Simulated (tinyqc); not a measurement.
From results back to parameters: standing waves and exposure in a photoresist film. Three cases, with inputs chosen for the exercise.

Problem. Bleaching of a resist on an index-matched plate: T(0) = T12 exp(-(A + B) d), T(end) = T12 exp(-B d), T12 = 1 - ((n1 - 1)/(n1 + 1))^2, and the first slope dT/dD = T(0) C A T12 (1 - exp(-(A + B) d))/(A + B). Here d = dT and D is the dose; A, B and C are hidden.

Find: A; B; C.

Method. A = ln(T(end)/T(0))/d, B = ln(T12/T(end))/d, and the slope then gives C.

Case 1.

Values chosen (out of a larger set: a resist on Cu, indices near tabulated ones; not measured data): n1 = 1.674 (resist index); dT = 0.771 micrometre (resist thickness on an index-matched plate).

T(0) = 0.541696
T(end) = 0.853713
dT/dD = 0.0031987 cm^2/mJ

Solution.

A = 0.59 1/micrometre
B = 0.12 1/micrometre
C = 0.018 cm^2/mJ

Case 2.

Values chosen (out of a larger set: a resist on Si, indices near tabulated ones; not measured data): n1 = 1.712 (resist index); dT = 0.615 micrometre (resist thickness on an index-matched plate).

T(0) = 0.579861
T(end) = 0.891842
dT/dD = 0.0049988 cm^2/mJ

Solution.

A = 0.70 1/micrometre
B = 0.07 1/micrometre
C = 0.027 cm^2/mJ

Case 3.

Values chosen (out of a larger set: a resist on Cu, indices near tabulated ones; not measured data): n1 = 1.667 (resist index); dT = 0.165 micrometre (resist thickness on an index-matched plate).

T(0) = 0.797488
T(end) = 0.804094
dT/dD = 0.00019363 cm^2/mJ

Solution.

A = 0.05 1/micrometre
B = 0.93 1/micrometre
C = 0.034 cm^2/mJ

Computed by tinyqc, one run a case: `OMP_NUM_THREADS=1 python tinyqc.py N N+1 out.jsonl` with N = 1650573, 1650601, 1650609; one thread of a shared Intel(R) Xeon(R) Processor @ 2.30GHz, about 0.01 s a run at most.
